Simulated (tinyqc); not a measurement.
# Bias-temperature instability, empirical power law with universal recovery, step by step

Program tinyqc, `OMP_NUM_THREADS=1 python tinyqc.py 2070026 2070027 out.jsonl`; Intel Xeon 2.30GHz, shared host, one thread, about 0.01 s. Printed values are rounded.

Threshold-voltage shift at the end of a stress: dV = A (V/V0)^g exp[-(Ea q/kB)(1/T - 1/T0)] (t/1 s)^n. After a delay tr the permanent share pp stays and the rest falls by r = 1/(1 + B (tr/t)^be). An empirical model: its parameters are fits, not properties.

Parameters, values chosen for the exercise:
```
symbol,value,unit,meaning
V0,2,V,reference stress voltage
T0,373,K,reference temperature
A,9.9,mV,shift after 1 s at V0 and T0
n,0.12,,time exponent
g,4.3,,voltage exponent
Ea,0.15,eV,apparent activation energy of the shift
pp,0.35,,permanent share
B,2.4,,recovery scale
be,0.13,,recovery dispersion
V,0.84,V,use voltage
T,328,K,use temperature
dc,30,mV,failure criterion
tr,10,s,delay before the measurement
```

Constants: q = 1.602176634e-19 C, kB = 1.380649e-23 J/K. Results are converted to the units shown.

## Shift and lifetime at use conditions

The lifetime solves dV = dc; ten years are 3.15576e8 s.

voltage factor = 0.02398678
temperature factor = 0.5271617
shift after ten years = 1.310519 mV
lifetime = 2.141e12 years
largest voltage for ten years = 1.739736 V

The device passes: the shift at ten years is below dc. A lifetime beyond 100 years is a far extrapolation of the power law. In time the voltage exponent is g/n = 35.8 and the activation energy Ea/n = 1.25 eV.

## What a delayed measurement sees

t, point 0 to 2 (s): 100  1000  10000

At V0 and T0, measured shift = dV [pp + (1 - pp) r]; the apparent exponent is the slope of ln(shift) against ln t between the first and last point.

```
point   dV (mV)  share left  measured (mV)
0      17.20423   0.5838849       10.04529
1      22.67959   0.6303055       14.29507
2      29.89752   0.6786625       20.29033
```

apparent n = 0.1526633

The delay hides 32.1 % of the last shift and raises the exponent from 0.12 to 0.153, since short stresses recover by a larger share.
